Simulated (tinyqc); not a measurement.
## Donor binding, ionisation and the Mott limit: Freeze-out

Hydrogenic donor: Ry = (m0 q^3/(8 eps0^2 h^2)) me/eps_r^2 in eV, E0 = cc Ry, radius a = q/(8 pi eps0 eps_r E0), Mott density Nm = (0.26/a)^3. Below Nm the level sinks as Ed = E0 [1 - (N/Nm)^(1/3)]. Neutrality: Nc F12(eta) = N/(1 + 2 exp(eta + Ed/kB T)), F12(x) = (2/sqrt(pi)) int_0^infinity sqrt(u)/(1 + exp(u - x)) du.

Nc is given at 100 K and scales as T^1.5.

Parameters, values chosen for the exercise; band and dielectric values close to those of germanium:
- eps_r = 16.3 (relative permittivity)
- me = 0.122 m0 (mass in the hydrogenic formula, set independently of Nc)
- Nc = 2.02e18 cm^-3 (conduction-band density of states at 100 K)
- cc = 1 (ratio of the true binding energy to the hydrogenic one)
- N = 4.3e15 cm^-3 (donor density)

Constants: q = 1.602176634e-19 C, kB = 1.380649e-23 J/K, eps0 = 8.8541878128e-12 F/m, h = 6.62607015e-34 J s, m0 = 9.1093837015e-31 kg, Vt = kB T/q. Results are converted to the units shown.

Result of one run:
```
T (K)	eta	n (cm^-3)	ionised (%)	ln(n/T^0.75)
80	-5.8262	4.2584e15	99.032	32.701
```

What becomes of these results when the temperature T is changed from 80 to 400 K, all else the same?

Result of the changed run:
```
T (K)	eta	n (cm^-3)	ionised (%)	ln(n/T^0.75)
400	-8.2322	4.2975e15	99.941	31.503
```

The whole series:
```
T (K)	eta	n (cm^-3)	ionised (%)	ln(n/T^0.75)
30	-4.4299	3.9386e15	91.596	33.359
45	-4.9851	4.1602e15	96.749	33.109
60	-5.4019	4.2253e15	98.262	32.909
80	-5.8262	4.2584e15	99.032	32.701
110	-6.2998	4.2773e15	99.472	32.467
150	-6.7630	4.2870e15	99.698	32.236
220	-7.3363	4.2933e15	99.844	31.951
300	-7.8009	4.2960e15	99.906	31.719
400	-8.2322	4.2975e15	99.941	31.503
```

The ionised share rises from 91.6 to 99.9 %. Between the first two rows ln(n/T^0.75) has the slope 1.93 meV against q/kB T; deep freeze-out without compensation gives -Ed/2 = -1.74 meV, a limit that these rows do not reach, since a large share is already ionised.

Range of the model: A sharp level with degeneracy 2 overstates freeze-out near Nm, where the impurity band broadens and merges with the conduction band.

Program tinyqc, `OMP_NUM_THREADS=1 python tinyqc.py 2330101 2330102 out.jsonl`; Intel Xeon 2.30GHz, shared host, one thread, about 0.01 s.
